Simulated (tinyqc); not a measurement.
Current of a Schottky diode by thermionic-emission-diffusion theory, and its read-back from I-V-T and C-V data. Changing the doping N. Computed by tinyqc, a small Python program. Command: `OMP_NUM_THREADS=1 python tinyqc.py 3005859 3005860 out.jsonl schottky sweep`. One thread of a shared host (Intel(R) Xeon(R) Processor @ 2.30GHz), about 0.01 s of CPU time with the checks.

Full ionisation, no tunnelling, no recombination current. V is the voltage across the junction itself, forward positive.

Inputs (values chosen for the exercise, modelled on n-type GaN):
```
quantity,value,unit
Richardson constant A*,27,A/(cm^2 K^2)
"effective density of states at 300 K, N_c",2.4e+18,1/cm^3
permittivity eps,9.7,-
mobility mu,920,cm^2/(V s)
barrier without image force phi_0 (mean),0.939,eV
series resistance R_s,0.28,milliohm cm^2
junction voltage V,0.52,V
temperature T,423,K
standard deviation sigma,60,meV
"relative change of sigma^2 with bias, rho",0.3,1/V
```

Barrier: Gaussian spread of heights.

Constants: k_B = 8.617333262e-05 eV/K; e = 1.602176634e-19 C; eps_0 = 8.8541878128e-12 F/m.

Method:
- N_c(T) = N_c (T/300 K)^(3/2); V_bi = phi_0 - (k_B T/e) ln(N_c(T)/N); surface field F = sqrt(2 e N (V_bi - V - k_B T/e)/(eps eps_0)); image lowering d_phi = sqrt(e F/(4 pi eps eps_0)); effective barrier phi = phi_0 - d_phi - sigma^2 (1 - rho V)/(2 k_B T).
- Collection velocity v_R = A* T^2/(e N_c(T)); diffusion velocity v_D = mu F; J = e N_c(T) v_R/(1 + v_R/v_D) exp(-phi/k_B T) [exp(e V/k_B T) - 1].
- Terminal voltage V + J R_s.
- Ideality n = (e/k_B T)/(d ln J/dV) by a central difference of +/- 1 mV; J_0 = J exp(-e V/(n k_B T)); apparent barrier phi_IV = k_B T ln(A* T^2/J_0); a C-V plot gives phi_CV = phi_0, the mean without lowering.

One run for each value:
```
doping N (1/cm^3),ideality factor n,image lowering (meV),current density J (A/cm^2),v_D (cm/s)
8.30e+14,1.2509,8.409,71.67,4.3820e+06
2.40e+15,1.1301,12.192,118.84,9.2118e+06
6.90e+15,1.0854,17.093,174.40,1.8106e+07
2.00e+16,1.0675,23.619,242.43,3.4573e+07
5.80e+16,1.0622,32.294,335.38,6.4631e+07
1.70e+17,1.0638,43.963,485.17,1.1978e+08
4.80e+17,1.0696,58.907,750.63,2.1505e+08
```

Over the rows, ideality factor n goes from 1.25 through a minimum among these rows, 1.06 at 5.80e16, to 1.07; image lowering (meV) rises from 8.41 to 58.9 (exponent d ln y / d ln x 0.35 between the first rows and 0.28 between the last); current density J (A/cm^2) rises from 71.7 to 751 (exponent d ln y / d ln x 0.48 between the first rows and 0.42 between the last). At the high end the exponent of image lowering is 0.28, close to 0.25: F grows as N^(1/2) and the lowering as F^(1/2). Tunnelling, left out, adds to n at the high end. Left out: 1.00e14, 2.90e14 (the bias is too near flat band).

Extremes, crossings and ranges named in words are read from the listed rows.
